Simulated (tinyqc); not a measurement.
Which pair of peaks is best: composition and strain of an epitaxial Si(1-x)Ge(x) layer from Raman and X-ray peaks. Computed by tinyqc, a small Python program. Command: `OMP_NUM_THREADS=1 python tinyqc.py 3002290 3002291 out.jsonl epiraman walk`. One thread of a shared host (Intel(R) Xeon(R) Processor @ 2.30GHz), about 0.01 s of CPU time with the checks.

A (001) layer, biaxially strained in the plane. The Raman peaks follow empirical lines omega = w0 + c1 x + c3 x^3 + b eps (c3 for Si-Ge alone), with eps the in-plane strain.

Inputs (values chosen for the exercise, modelled on silicon-germanium):
```
quantity                     value  unit
Ge fraction x                 0.44     -
Si-Si: c1                    -69.6  1/cm
Si-Si: strain coefficient b   -693  1/cm
Si-Ge: c1                     24.4  1/cm
Si-Ge: c3                    -36.2  1/cm
Si-Ge: strain coefficient b   -555  1/cm
Ge-Ge: c1                     19.1  1/cm
Ge-Ge: strain coefficient b   -452  1/cm
uncertainty of a Raman peak   0.05  1/cm
```

Substrate: silicon.

Method. For each pair invert J = [d omega/dx, d omega/d eps] at the true x. Independent errors of the given size in both peaks give sigma_x and sigma_eps = uncertainty x (norm of the rows of the inverse of J).

Error propagation:
```
pair               det J     sigma_x  sigma_eps (per mille)
Si-Si and Si-Ge   40.967   0.0010836               0.085046
Si-Si and Ge-Ge  44.6955  9.2557e-04               0.080739
Si-Ge and Ge-Ge   9.0750   0.0039437                0.10686
```

What follows from these numbers?

The pair Si-Si and Ge-Ge fixes x best (sigma_x = 9.3e-4) and Si-Ge and Ge-Ge worst (0.0039), a factor 4.3. Strain moves all peaks the same way, so a good pair needs different ratios of composition slope to strain coefficient, best of opposite sign; the slopes here are -69.6, 3.4 and 19.1 per cm for Si-Si, Si-Ge and Ge-Ge. Errors in the coefficients themselves are not counted.

Extremes, crossings and ranges named in words are read from the listed rows.
